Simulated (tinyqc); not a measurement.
Geometry optimisation on the UHF/sto-3g surface (energies and gradients from PySCF), for H4, spin multiplicity 3, step by step. Computed by tinyqc, a small Python program that keeps every step (integrals from PySCF). Settings: charge = 0, multiplicity = 3, basis = sto-3g, optimiser = bfgs, first Hessian = 0.15, largest step = 0.3, iteration cap = 30. Command: `OMP_NUM_THREADS=1 python tinyqc.py 27962 27963 out.jsonl` (the two numbers bound the seeds that draw the settings). One thread of a shared host (Intel(R) Xeon(R) Processor @ 2.60GHz), about 2 s of CPU time with the checks.

## Step 1: energy and gradient

positions at the start (bohr), order 1H, 2H, 3H, 4H:
$$\begin{pmatrix}
0.04913 & 0.08693 & 0.04724 \\
-0.00756 & 0.05102 & 1.42674 \\
0.10582 & 2.22799 & 0.04913 \\
0.06614 & 2.05980 & 1.47210
\end{pmatrix}$$

Self-consistent energy and analytic gradient at these positions.

energy = -1.7311497 hartree

gradient (hartree/bohr), order 1H, 2H, 3H, 4H:
$$\begin{pmatrix}
-0.0090909 & 0.0000348 & 0.2695657 \\
0.0077406 & -0.0178047 & -0.2482908 \\
-0.0085829 & -0.0092990 & 0.2797381 \\
0.0099333 & 0.0270689 & -0.3010130
\end{pmatrix}$$

## Step 1: move

Quasi-Newton step p = -H^(-1) g (first H = 0.15 times the unit matrix); steps longer than 0.3 bohr are cut back (factor 0.082 here).

positions after step 1 (bohr), order 1H, 2H, 3H, 4H:
$$\begin{pmatrix}
0.05407 & 0.08691 & -0.09928 \\
-0.01177 & 0.06070 & 1.56170 \\
0.11049 & 2.23304 & -0.10292 \\
0.06074 & 2.04509 & 1.63571
\end{pmatrix}$$

## Step 2: energy and gradient

As before.

energy = -1.8419828 hartree

gradient (hartree/bohr), order 1H, 2H, 3H, 4H:
$$\begin{pmatrix}
-0.0023637 & 0.0173350 & 0.1017739 \\
0.0020105 & -0.0092112 & -0.0873329 \\
-0.0044260 & -0.0149824 & 0.1204758 \\
0.0047791 & 0.0068586 & -0.1349168
\end{pmatrix}$$

## Step 2: move

inverse Hessian in use (bohr^2/hartree):
```
           1         2         3         4         5         6         7         8
1    6.66422  -0.00581   0.06180   0.00208  -0.00325  -0.05908  -0.00157   0.00172
2   -0.00581   6.66671   0.17219   0.00494  -0.01138  -0.15859  -0.00548  -0.00595
3    0.06180   0.17219   5.14940  -0.05264   0.07544   1.46129   0.03651  -0.06182
4    0.00208   0.00494  -0.05264   6.66489   0.00277   0.05032   0.00134  -0.00146
5   -0.00325  -0.01138   0.07544   0.00277   6.66332  -0.07370  -0.00162   0.00494
6   -0.05908  -0.15859   1.46129   0.05032  -0.07370   5.26196  -0.03566   0.05474
7   -0.00157  -0.00548   0.03651   0.00134  -0.00162  -0.03566   6.66588   0.00238
8    0.00172  -0.00595  -0.06182  -0.00146   0.00494   0.05474   0.00238   6.67274
9    0.05915   0.17870  -1.42662  -0.05038   0.06852   1.38022   0.03318  -0.06926
10   0.00193   0.00635  -0.04567  -0.00165   0.00210   0.04442   0.00102  -0.00263
11   0.00733   0.01729  -0.18581  -0.00625   0.00979   0.17755   0.00473  -0.00505
12  -0.06187  -0.19230   1.48259   0.05271  -0.07026  -1.43680  -0.03403   0.07634

           9        10        11        12
1    0.05915   0.00193   0.00733  -0.06187
2    0.17870   0.00635   0.01729  -0.19230
3   -1.42662  -0.04567  -0.18581   1.48259
4   -0.05038  -0.00165  -0.00625   0.05271
5    0.06852   0.00210   0.00979  -0.07026
6    1.38022   0.04442   0.17755  -1.43680
7    0.03318   0.00102   0.00473  -0.03403
8   -0.06926  -0.00263  -0.00505   0.07634
9    5.33968  -0.04194  -0.17797   1.37339
10  -0.04194   6.66536  -0.00582   0.04320
11  -0.17797  -0.00582   6.64465   0.18623
12   1.37339   0.04320   0.18623   5.24748
```

Quasi-Newton step p = -H^(-1) g (the inverse Hessian comes from BFGS updates; coordinates in the order x, y, z of each atom); steps longer than 0.3 bohr are cut back (factor 0.728 here).

positions after step 2 (bohr), order 1H, 2H, 3H, 4H:
$$\begin{pmatrix}
0.04597 & -0.05483 & -0.11810 \\
-0.00484 & 0.08231 & 1.52660 \\
0.12079 & 2.32756 & -0.24405 \\
0.05163 & 2.07070 & 1.83077
\end{pmatrix}$$

## Convergence

Stop when the largest gradient component is below 3e-5 hartree/bohr. The inverse Hessian follows the BFGS update with s = step, y = change of gradient.

Course of the optimisation:
```
step  E (hartree)  largest gradient (hartree/bohr)
1      -1.7311497                         3.01e-01
2      -1.8419828                         1.35e-01
3      -1.8891805                         1.16e-01
4      -1.9297543                         8.34e-02
5      -1.9597196                         6.71e-02
6      -1.9845072                         8.03e-02
7      -2.0046249                         7.45e-02
8      -2.0196529                         6.02e-02
9      -2.0302369                         4.27e-02
10     -2.0374008                         2.48e-02
11     -2.0420872                         9.11e-03
12     -2.0451043                         5.50e-03
13     -2.0470846                         8.78e-03
14     -2.0484263                         8.31e-03
15     -2.0493198                         4.31e-03
16     -2.0498663                         9.20e-04
17     -2.0501804                         3.71e-03
18     -2.0503748                         4.01e-03
19     -2.0505015                         2.51e-03
20     -2.0505760                         1.03e-03
21     -2.0506173                         5.16e-04
22     -2.0506406                         5.05e-04
23     -2.0506537                         4.52e-04
24     -2.0506611                         3.51e-04
25     -2.0506651                         2.82e-04
26     -2.0506673                         2.08e-04
27     -2.0506684                         1.64e-04
28     -2.0506690                         8.95e-05
29     -2.0506692                         1.62e-04
30     -2.0506694                         1.36e-04
```

Distances after the last move, whose energy is not in the table (angstrom):
```
pair   distance
2H-1H   0.71246
3H-1H   4.39387
3H-2H   4.95313
4H-1H   5.56512
4H-2H   5.53059
4H-3H   4.74922
```

Not converged within 30 steps: the energy falls at every step, but slowly. Reruns: method bfgs, first Hessian 0.6, largest step 0.3: not converged.
